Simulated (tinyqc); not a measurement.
Worked calculation: Wannier functions of a composite (isolated) pair of valence bands (bonds of an sp chain). Values are carried at full precision from step to step, so a last printed digit may differ when a step is redone from the rounded ones.

Each atom has a hybrid pointing left (<) and right (>). H(k): diagonal +V3 on A, -V3 on B; <A<|A>> = -V1a, <B<|B>> = -V1b, <A>|B<> = -V2, <B>|A<> = -V2p exp(ik); k in 1/a, Bloch sums with exp(ikR). The two lowest bands are filled. Trial functions in cell 0: g1 = cos(c) A> + sin(c) B<, and g2 = sin(c) B> + cos(c) A< of cell 1, whose Bloch vector has cos(c) exp(-ik) on A<. Projection A_mn = <psi_m|g_n>, S = A^+ A, Loewdin U = A S^(-1/2), Bloch-like states w_n = sum_m psi_m U_mn, H_W(k) = U^+ diag(E) U. P = sum_m |psi_m><psi_m| is free of phase choices, and S = g^+ P g, w = P g S^(-1/2).

Values chosen for the exercise: V2 = 4.95 eV (coupling in the bond A-B inside the cell); V2p = 4.9 eV (coupling in the bond to the next cell); V1a = 1.08 eV (coupling of the two hybrids on A); V1b = 1.34 eV (the same on B); V3 = 0.41 eV (A at +V3, B at -V3); j = 4 (mesh point, k = 2 pi j/N); N = 6 (k points); c = 55 degrees (trial bonds cos(c) on A, sin(c) on B); xb = 0.45 a (position of B (A at 0)).

## H at one mesh point

Fill in the matrix.

H(k) (eV), rows A<, A>, B<, B> and columns alike:
```
[[0.4100, -1.0800, 0, 2.4500-4.2435i],
 [-1.0800, 0.4100, -4.9500, 0],
 [0, -4.9500, -0.4100, -1.3400],
 [2.4500+4.2435i, 0, -1.3400, -0.4100]]
```

## Levels and the projector on the filled bands

Diagonalise; P = sum over the two lowest states of |psi><psi|.

levels (eV): [-5.6829, -4.4234, 4.4653, 5.6410]

P, rows A<, A>, B<, B> and columns alike:
```
[[0.4610, 0.0888-0.0553i, 0.0070-0.0046i, -0.2541+0.4158i],
 [0.0888+0.0553i, 0.4614, 0.4872-0.0121i, -0.0075+0.0037i],
 [0.0070+0.0046i, 0.4872+0.0121i, 0.5386, 0.0947-0.0446i],
 [-0.2541-0.4158i, -0.0075-0.0037i, 0.0947+0.0446i, 0.5390]]
```

The filled states put 1.845 electrons on A and 2.155 on B at this k.

## Loewdin orthogonalisation

The trial vectors are the columns g1 = (0, cos c, sin c, 0), g2 = (cos c exp(-ik), 0, 0, sin c), k = 2 pi j/N. Form S = g^+ P g, its eigenvalues, S^(-1/2), and w = P g S^(-1/2).

S, rows 1, 2 and columns alike:
```
[[0.9710, 0.0262-0.0102i],
 [0.0262+0.0102i, 0.9711]]
```

eigenvalues of S: [0.9430, 0.9991]

S^(-1/2), rows 1, 2 and columns alike:
```
[[1.0151, -0.0137+0.0053i],
 [-0.0137-0.0053i, 1.0151]]
```

w, rows A<, A>, B<, B>; columns 1, 2:
```
[[0.0652-0.0420i, -0.3461+0.5790i],
 [0.6748-0.0102i, -0.0690+0.0355i],
 [0.7303+0.0071i, 0.0645-0.0311i],
 [0.0645+0.0312i, 0.7306-0.0072i]]
```

The combinations of the trial bonds that diagonalise S lie 94.3 to 99.9 % inside the filled space; an eigenvalue near zero would mark a poor choice.

## The Hamiltonian in the new basis

H_W = w^+ H w; its eigenvalues must be the two filled levels.

H_W(k) (eV), rows 1, 2 and columns alike:
```
[[-5.078, -0.469-0.420i],
 [-0.469+0.420i, -5.028]]
```

eigenvalues (eV): [-5.683, -4.423]

## Hoppings between the Wannier functions

H_mn(R) = (1/N) sum_k exp(-ikR) H_W,mn(k), the coupling of function m in cell 0 to function n in cell R.

H(R) (eV):
```
R        11       12       21       22
-2   0.0007  -0.0046  -0.0001   0.0007
-1   0.0358  -0.4927  -0.0038   0.0358
0   -5.0416  -0.7195  -0.7195  -4.9918
1    0.0358  -0.0038  -0.4927   0.0358
2    0.0007  -0.0001  -0.0046   0.0007
3    0.0000  -0.0001  -0.0001   0.0000
```

The bond levels are -5.042 and -4.992 eV, against -sqrt(V2^2 + V3^2) = -4.967 and -4.917 for isolated bonds. Neighbouring bonds couple by -0.719 eV through B; the bond-orbital estimate is -V1b (1 + ap)/2 = -0.726 with the mean V2 in ap = V3/sqrt(V2^2 + V3^2).

## The functions in real space

w_n(R) = (1/N) sum_k exp(ikR) w_n(k); point-like hybrids at R (A) and R + xb (B) give centres and spreads.

Function 1:
```
R        A<       A>       B<       B>
-2   0.0000   0.0002  -0.0001  -0.0010
-1   0.0006   0.0068  -0.0026  -0.0366
0    0.0403   0.6756   0.7321   0.0460
1   -0.0492  -0.0053   0.0059   0.0005
2   -0.0013  -0.0001   0.0002   0.0000
3   -0.0001   0.0000   0.0000   0.0000
```

centres (a): 1 0.2438, 2 0.7020

spreads (a^2): 1 0.0525, 2 0.0769

Function 1 has 99.2 % of its weight on the two hybrids of its bond. Its centre lies +0.0188 a from the middle of the bond, towards B, the atom with the lower level.

## Checks

- Eigenvalues of H_W against the filled levels: they agree to 1e-10 or better.
- W^+ w against the unit matrix: they agree to 1e-10 or better.

(tinyqc, `OMP_NUM_THREADS=1 python tinyqc.py 1452309 1452310 out.jsonl`, Intel(R) Xeon(R) Processor @ 2.30GHz, 1 thread, shared host, about 0.2 s.)
